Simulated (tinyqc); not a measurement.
From results back to parameters: Shockley-Read-Hall recombination through one deep level. Five cases, with inputs chosen for the exercise.

Problem. Deep-level transient spectroscopy: the emission rate is en = gam sigma T^2 exp(-dE/kB T), dE = Ec - Et. Two rates were computed from hidden dE and sigma.

Constants: kB = 8.617333262e-05 eV/K.

Case 1.

Values chosen (out of a larger set: gap and densities of states near those of Si at this temperature; not measured data): gam = 6.3e+21 1/(cm^2 s K^2) (vth Nc/T^2, which does not depend on T); T1 = 294 K; T2 = 329 K.

en(T1) = 91.0442 1/s
en(T2) = 1470.75 1/s

Case 2.

Values chosen (out of a larger set: gap and densities of states near those of Si at this temperature; not measured data): gam = 4.3e+21 1/(cm^2 s K^2) (vth Nc/T^2, which does not depend on T); T1 = 74 K; T2 = 83 K.

en(T1) = 4.56478 1/s
en(T2) = 77.4464 1/s

Case 3.

Values chosen (out of a larger set: gap and densities of states near those of InP at this temperature; not measured data): gam = 1.2e+20 1/(cm^2 s K^2) (vth Nc/T^2, which does not depend on T); T1 = 140 K; T2 = 166 K.

en(T1) = 1.19681 1/s
en(T2) = 72.6263 1/s

Case 4.

Values chosen (out of a larger set: gap and densities of states near those of Si at this temperature; not measured data): gam = 5e+21 1/(cm^2 s K^2) (vth Nc/T^2, which does not depend on T); T1 = 293 K; T2 = 351 K.

en(T1) = 2.95590 1/s
en(T2) = 225.333 1/s

Case 5.

Values chosen (out of a larger set: gap and densities of states near those of SiC at this temperature; not measured data): gam = 3.9e+21 1/(cm^2 s K^2) (vth Nc/T^2, which does not depend on T); T1 = 267 K; T2 = 316 K.

en(T1) = 111.503 1/s
en(T2) = 6489.63 1/s

Find: ln(en/T^2) at T1 and T2; dE; sigma.

Solution. ln(en/T^2) against 1/T is a line of slope -dE/kB and intercept ln(gam sigma); plotting ln en alone would overstate dE by about 2 kB T.

Case 1.

ln(en/T^2) at T1 and T2: -6.8558  -4.2986

dE = 0.609 eV
sigma = 4.6e-15 cm^2

Case 2.

ln(en/T^2) at T1 and T2: -7.0898  -4.4881

dE = 0.153 eV
sigma = 5.1e-15 cm^2

Case 3.

ln(en/T^2) at T1 and T2: -9.7036  -5.9386

dE = 0.290 eV
sigma = 1.4e-14 cm^2

Case 4.

ln(en/T^2) at T1 and T2: -10.2765  -6.3040

dE = 0.607 eV
sigma = 1.9e-16 cm^2

Case 5.

ln(en/T^2) at T1 and T2: -6.4604  -2.7335

dE = 0.553 eV
sigma = 1.1e-14 cm^2

Computed by tinyqc, one run a case: `OMP_NUM_THREADS=1 python tinyqc.py N N+1 out.jsonl` with N = 1650607, 1650610, 1650616, 1650629, 1650684; one thread of a shared Intel(R) Xeon(R) Processor @ 2.30GHz, about 0.01 s a run at most.
